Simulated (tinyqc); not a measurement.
Bandgap voltage reference from two bipolar transistors: two steps of the calculation.

Two transistors of area 1 and N carry the same current I. Is(T) = Is (T/T0)^eta exp[(Vg0 q/kB)(1/T0 - 1/T)], VBE1 = Vt ln(I/Is(T)) + I rb, VBE2 = Vt ln(I/(N Is(T))) + I rb/N. The amplifier forces I R1(T) = VBE1 - VBE2 + Vos, with R(T) = R (1 + tc (T - T0)) for both resistors, and the output is Vref = VBE1 + I R2(T). Base currents and the Early effect are neglected.

Parameters, values chosen for the exercise; values of the order met in silicon bipolar transistors: reference temperature T0 = 298 K; band-gap voltage extrapolated to 0 K Vg0 = 1.154 V; temperature exponent of the saturation current eta = 3.8; saturation current of the unit transistor at T0 Is = 1.1e-18 A; area ratio of the second transistor N = 15; resistor across which the difference of VBE falls, at T0 R1 = 12 kohm; temperature coefficient of both resistors tc = -1400 ppm/K; offset of the amplifier Vos = 0 mV; series resistance of the unit transistor rb = 0 ohm; output resistor at T0 R2 = 77.49 kohm.

Constants: q = 1.602176634e-19 C, kB = 1.380649e-23 J/K. Results are converted to the units shown.

Question 1. Operating point at the reference temperature. Vt = kB T/q; I = (Vt ln N + Vos)/(R1(T) - rb (1 - 1/N)). Evaluate at T = T0.

Find: Vt; I; Is(T); VBE1; I R2; Vref.

Answer 1.

Vt = 0.02568 V
I = 5.795 uA
Is(T) = 1.100e-18 A
VBE1 = 0.7522 V
I R2 = 0.4491 V
Vref = 1.201 V

Question 2. Resistor for zero slope at T0, ideal case. With tc = 0, Vos = 0 and rb = 0 the current is proportional to T, dVBE/dT = (VBE - Vg0 - (eta - 1) Vt)/T, and Vref has zero slope at T0 when Vref = Vg0 + (eta - 1) Vt0. Find VBE1, its slope, that Vref, R2/R1 and the curvature d2Vref/dT2 = -(eta - 1) kB/(q T0).

Find: VBE1; dVBE/dT; Vref; R2/R1; curvature.

Answer 2.

VBE1 = 0.7522 V
dVBE/dT = -1.590 mV/K
Vref = 1.226 V
R2/R1 = 6.811
curvature = -0.8097 uV/K^2

Numbers from tinyqc (`OMP_NUM_THREADS=1 python tinyqc.py 2062162 2062163 out.jsonl`; about 0.02 s on one thread of a shared Intel Xeon 2.30GHz).
